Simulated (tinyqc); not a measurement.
Capacitance of parallel on-chip lines from Laplace's equation on a mesh: one step of the calculation.

Cross-section of an endless row of equal lines between two grounded planes; neighbours are driven in antiphase (+1 V and -1 V), so the plane midway between two lines is at 0 V. By symmetry one quarter is solved: x runs from the centre of a line (column 0, mirror) to that midplane (column 4, 0 V), y from the mid-height of the line (row 0, mirror) to the ground plane (row 5, 0 V). The line fills columns 0 to 1 and rows 0 to 2 at 1 V. Cells beside the line (below row 2) have e2, cells above have e1. Each link between nodes has the conductance g = mean permittivity of the two cells beside it (a cell beyond a mirror counts as 0), and the free nodes obey sum g (V_neighbour - V) = 0.

Task. Relaxation sweep. One sweep visits the free nodes row by row from row 0, left to right, and replaces V by V + om (weighted mean of the neighbours - V), using new values at once.

Values chosen for this exercise: over-relaxation factor om = 1.4.

V after sweep 1 (V):
```
           col 0      col 1      col 2      col 3      col 4
row 0  1.0000000  1.0000000  0.3500000  0.1225000  0.0000000
row 1  1.0000000  1.0000000  0.4725000  0.2082500  0.0000000
row 2  1.0000000  1.0000000  0.4702727  0.2176045  0.0000000
row 3  0.3500000  0.4725000  0.3299705  0.1916512  0.0000000
row 4  0.1225000  0.2082500  0.1883772  0.1330099  0.0000000
row 5  0.0000000  0.0000000  0.0000000  0.0000000  0.0000000
```

gx:
```
       col 0  col 1  col 2  col 3
row 0    1.2    1.2    1.2    1.2
row 1    2.4    2.4    2.4    2.4
row 2    3.3    3.3    3.3    3.3
row 3    4.2    4.2    4.2    4.2
row 4    4.2    4.2    4.2    4.2
row 5    2.1    2.1    2.1    2.1
```

gy:
```
       col 0  col 1  col 2  col 3  col 4
row 0    1.2    2.4    2.4    2.4    1.2
row 1    1.2    2.4    2.4    2.4    1.2
row 2    2.1    4.2    4.2    4.2    2.1
row 3    2.1    4.2    4.2    4.2    2.1
row 4    2.1    4.2    4.2    4.2    2.1
```

Find: V after sweep 2.

Result.

V after sweep 2 (V):
```
       col 0  col 1  col 2  col 3  col 4
row 0  1.000  1.000  0.584  0.301  0.000
row 1  1.000  1.000  0.603  0.309  0.000
row 2  1.000  1.000  0.538  0.265  0.000
row 3  0.584  0.554  0.383  0.197  0.000
row 4  0.301  0.282  0.204  0.087  0.000
row 5  0.000  0.000  0.000  0.000  0.000
```

tinyqc, about 0.5 s, one thread, Intel Xeon 2.30GHz (shared host): `OMP_NUM_THREADS=1 python tinyqc.py 2790231 2790232 out.jsonl`
